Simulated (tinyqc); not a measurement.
Tunnelling through a gate dielectric, WKB transmission and Tsu-Esaki current: one step of the calculation.

Electrons leave the emitter at x = 0. Energies E (motion across the layers) are in eV from the emitter Fermi level; the collector Fermi level lies at -V and offers states at every E. No charge in the dielectric and no image force: F1 = V/t1, U = phi1 - F1 x. With C = hbar^2/(2 m0), kappa = sqrt(m (U - E)/C) where U > E and 0 elsewhere; T(E) = exp(-S), S = 2 times the integral of kappa over x.

Question. WKB exponent by the midpoint rule. Cut each layer into nc equal cells, take U and kappa at the cell centres, and sum S = 2 sum kappa h.

Inputs (values chosen for the exercise); dielectric values close to those of silicon dioxide:
```
symbol  value  unit                                                        meaning
phi1     3.06    eV  barrier of layer 1 above the emitter Fermi level at zero bias
m1       0.52    m0                                     tunnelling mass of layer 1
t1        2.4    nm                                           thickness of layer 1
V         1.4     V                                  voltage across the dielectric
E           0    eV                                energy of the electron followed
nc          5                                                  cells in each layer
```

Constants: q = 1.602176634e-19 C, hbar = 1.054571817e-34 J s, m0 = 9.1093837015e-31 kg, hbar^2/(2 m0) = 0.0380998212 eV nm^2. Results are converted to the units shown.

Wanted: x; U; kappa; S; T(E).

Answer.

```
cell  x (nm)  U (eV)  kappa (1/nm)
0     0.2400  2.9200        6.3129
1     0.7200  2.6400        6.0026
2     1.2000  2.3600        5.6754
3     1.6800  2.0800        5.3281
4     2.1600  1.8000        4.9565
```

S = 27.145
T(E) = 1.6265e-12

Computed by the program tinyqc: `OMP_NUM_THREADS=1 python tinyqc.py 2540157 2540158 out.jsonl`, one thread of a shared Intel Xeon 2.30GHz, about 0.04 s for the whole run.
